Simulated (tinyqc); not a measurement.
What moves the results: band folding and unfolding in a supercell of a chain. A value that a table varies takes the place of the one given here.

A chain with hopping -t and n = 4 sites a supercell. H(K) has v_j on the diagonal, -t between neighbours and -t exp(2 pi i K) on the bond that closes the cell (from the last site to the first of the next cell). The point K holds the n wave vectors k_m = (K + m)/n of the primitive zone, in 2 pi/a, m = 0 to n - 1, with E0 = -2t cos(2 pi k_m). The unfolding weight of a state c on k_m is |sum_j c_j exp(-2 pi i k_m j)|^2/n, j = 0 to n - 1.

Inputs chosen for the exercise: t = 1.31 eV (hopping); v = (0.694, 0, -0.694, 0) eV (site energies in the supercell); Kq = 0.28 2 pi/(n a) (wave vector in the small zone).

## Minigaps against first-order theory

Gap i lies between minibands i and i + 1, at K = 1/2 for odd i and K = 0 for even i, where k = +/- i/(2n) are degenerate; first order gives 2|V_i|, the Fourier component V_q = (1/n) sum_j v_j exp(-2 pi i q j/n) for q equal to the number of the gap. Computed for the potential at full and at half strength.

Gaps (eV):
```
i  E0 at the crossing  2|V_i|     gap  gap at half strength
1             -1.8526  0.6940  0.6940                0.3470
2              0.0000  0.0000  0.0000                0.0000
3              1.8526  0.6940  0.6940                0.3470
```

Halving the potential about halves gaps 1 and 3, the scaling of first order. For i = 2 no gap opens at the printed digits. The largest miss of first order is 0 meV, at i = 1, 2 and 3; the potential spans 1.06 t.

## From folded lines to real minibands

The potential is scaled by x. For the lowest level at K: energy, second-order estimate E0(k_0) + x V_0 - x^2 sum_m |V_m|^2/(E0(k_m) - E0(k_0)), weight on k_0, and width of the lowest miniband between K = 0 and 1/2.

Lowest level:
```
x      E (eV)  second order (eV)  weight on k_0  miniband width (eV)
0.00  -2.3706            -2.3706          1.000               0.7674
0.25  -2.3788            -2.3788          0.995               0.6843
0.50  -2.4028            -2.4033          0.980               0.6087
1.00  -2.4944            -2.5011          0.929               0.4785
1.50  -2.6345            -2.6642          0.866               0.3744
2.00  -2.8118            -2.8925          0.806               0.2926
3.00  -3.2458            -3.5449          0.705               0.1804
4.00  -3.7515            -4.4582          0.629               0.1142
```

Second order is -6.7 meV off at x = 1 and -299 meV at x = 3. The weight on the parent k falls to 0.93 at x = 1 and 0.63 at x = 4, and the miniband narrows from 0.767 to 0.114 eV as the state gathers on the low sites. While the weight stays near one the primitive band is still the right picture and the folded copies carry little spectral weight.

## What each change does

The two lowest levels at K and the weight of the lowest on k_0. Each row changes one parameter from the base and keeps the others.

Results:
```
case                          level 1 (eV)  level 2 (eV)  weight
base                               -2.4944       -1.0602  0.9285
t = 1.441 eV                       -2.7212       -1.1759  0.9392
v = (-0.694, 0, 0.694, 0) eV       -2.4944       -1.0602  0.9285
Kq = 0.36 2 pi/(n a)               -2.3737       -1.3083  0.8715
```

The largest shifts from the base row, up to three for each result and ties (the steps differ in size, so this ranks the rows, not the parameters). level 1 (eV): t -0.2268, Kq +0.1207; unchanged at the printed digits by v. level 2 (eV): Kq -0.2481, t -0.1157; unchanged at the printed digits by v. weight: Kq -0.0571, t +0.0106; unchanged at the printed digits by v.

tinyqc: `OMP_NUM_THREADS=1 python tinyqc.py 1451635 1451636 out.jsonl`; about 0.01 s, one thread, shared Intel(R) Xeon(R) Processor @ 2.30GHz.
